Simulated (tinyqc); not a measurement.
## Insulator thickness and V0 from two charges

Question. In an undoped wire Vg - V0 = Q/Cox + Vt ln(Q/Q0) + Vt ln(1 + Q/Q0) at the source, with Q0 = 4 eps0 eps_r Vt/R and Cox = eps0 eox/(R ln(1 + tox/R)). Find Cox, tox and V0.

Parameters, values chosen for the exercise; material values close to those of silicon:
```
symbol,value,unit,meaning
T,350,K,temperature
eps_r,11.8,,relative permittivity of the semiconductor
eox,8.92,,relative permittivity of the gate insulator
R,5,nm,wire radius
```

Constants: q = 1.602176634e-19 C, kB = 1.380649e-23 J/K, Vt = kB T/q, eps0 = 8.8541878128e-14 F/cm where lengths are in cm. Results are converted to the units shown.

Qs at Vg = 0.63 and 1.03 V (nC/cm^2): [687.34462, 1728.3290]

Answer. The two equations are linear in 1/Cox and V0; tox follows by inverting the logarithm.

Cox = 2.977 uF/cm^2
tox = 3.500 nm
V0 = 0.3292 V

tinyqc, about 0.01 s, one thread, Intel Xeon 2.30GHz (shared host): `OMP_NUM_THREADS=1 python tinyqc.py 2460037 2460038 out.jsonl`
